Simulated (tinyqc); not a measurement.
Quantum well in an electric field by finite differences: one step. The tridiagonal Hamiltonian. Three cases, with inputs chosen for the exercise.

Task: Form the diagonal and the neighbouring elements; V in the grid already includes the field.

Finite differences on points z_i at the centres of cells of width h: H_ii = (c/h^2)(1/m_(i-1/2) + 1/m_(i+1/2)) + V_i, H_(i,i+1) = -(c/h^2)/m_(i+1/2), where m_(i+1/2) is the mean of the masses at the two points (the end values are repeated outwards), psi = 0 on the points beyond both ends, c = hbar^2/2m0. The field adds e F (z - z0) with z0 the middle of the structure; 1 kV/cm = 1e-5 eV/angstrom.

Constants: hbar^2/2m0 = 3.80998211 eV angstrom^2.

Give: diagonal H_ii; H_(i,i+1).

Case 1.

Values chosen (out of a larger set: near those of an InGaAs well in InP; not measured data): h = 31 angstrom (cell width of the coarse grid).

Grid:

| i | z (angstrom) | V (eV) | m (m0) |
|---|---|---|---|
| 1 | 15.500 | 0.243004 | 0.082600 |
| 2 | 46.500 | 0.245670 | 0.082600 |
| 3 | 77.500 | 0.248336 | 0.082600 |
| 4 | 108.500 | 0.251002 | 0.082600 |
| 5 | 139.500 | -0.005332 | 0.041000 |
| 6 | 170.500 | -0.002666 | 0.041000 |
| 7 | 201.500 | 0.000000 | 0.041000 |
| 8 | 232.500 | 0.002666 | 0.041000 |
| 9 | 263.500 | 0.005332 | 0.041000 |
| 10 | 294.500 | 0.266998 | 0.082600 |
| 11 | 325.500 | 0.269664 | 0.082600 |
| 12 | 356.500 | 0.272330 | 0.082600 |
| 13 | 387.500 | 0.274996 | 0.082600 |

Result:

diagonal H_ii (eV): 0.3390  0.3417  0.3443  0.3632  0.1555  0.1907  0.1934  0.1961  0.1662  0.3791  0.3657  0.3683  0.3710

H_(i,i+1) (eV): -0.0480  -0.0480  -0.0480  -0.0642  -0.0967  -0.0967  -0.0967  -0.0967  -0.0642  -0.0480  -0.0480  -0.0480

Case 2.

Values chosen (out of a larger set: near those of an InGaAs well in InP; not measured data): h = 15 angstrom (cell width of the coarse grid).

Grid:

| i | z (angstrom) | V (eV) | m (m0) |
|---|---|---|---|
| 1 | 7.500 | 0.224175 | 0.081400 |
| 2 | 22.500 | 0.230325 | 0.081400 |
| 3 | 37.500 | 0.236475 | 0.081400 |
| 4 | 52.500 | -0.015375 | 0.042000 |
| 5 | 67.500 | -0.009225 | 0.042000 |
| 6 | 82.500 | -0.003075 | 0.042000 |
| 7 | 97.500 | 0.003075 | 0.042000 |
| 8 | 112.500 | 0.009225 | 0.042000 |
| 9 | 127.500 | 0.015375 | 0.042000 |
| 10 | 142.500 | 0.279525 | 0.081400 |
| 11 | 157.500 | 0.285675 | 0.081400 |
| 12 | 172.500 | 0.291825 | 0.081400 |

Result:

diagonal H_ii (eV): 0.6402  0.6464  0.7189  0.6622  0.7971  0.8033  0.8094  0.8156  0.6930  0.7620  0.7017  0.7079

H_(i,i+1) (eV): -0.2080  -0.2080  -0.2744  -0.4032  -0.4032  -0.4032  -0.4032  -0.4032  -0.2744  -0.2080  -0.2080

Case 3.

Values chosen (out of a larger set: near those of a non-polar GaN well in AlGaN; not measured data): h = 9 angstrom (cell width of the coarse grid).

Grid:

| i | z (angstrom) | V (eV) | m (m0) |
|---|---|---|---|
| 1 | 4.500 | 0.510750 | 0.247000 |
| 2 | 13.500 | 0.524250 | 0.247000 |
| 3 | 22.500 | 0.537750 | 0.247000 |
| 4 | 31.500 | 0.551250 | 0.247000 |
| 5 | 40.500 | -0.020250 | 0.207000 |
| 6 | 49.500 | -0.006750 | 0.207000 |
| 7 | 58.500 | 0.006750 | 0.207000 |
| 8 | 67.500 | 0.020250 | 0.207000 |
| 9 | 76.500 | 0.618750 | 0.247000 |
| 10 | 85.500 | 0.632250 | 0.247000 |
| 11 | 94.500 | 0.645750 | 0.247000 |
| 12 | 103.500 | 0.659250 | 0.247000 |

Result:

diagonal H_ii (eV): 0.8916  0.9051  0.9186  0.9489  0.4142  0.4477  0.4612  0.4547  1.0164  1.0131  1.0266  1.0401

H_(i,i+1) (eV): -0.1904  -0.1904  -0.1904  -0.2072  -0.2272  -0.2272  -0.2272  -0.2072  -0.1904  -0.1904  -0.1904

Computed by tinyqc, one run a case: `OMP_NUM_THREADS=1 python tinyqc.py N N+1 out.jsonl` with N = 1251052, 1251148, 1251323; one thread of a shared Intel(R) Xeon(R) Processor @ 2.30GHz, about 0.03 s a run at most.
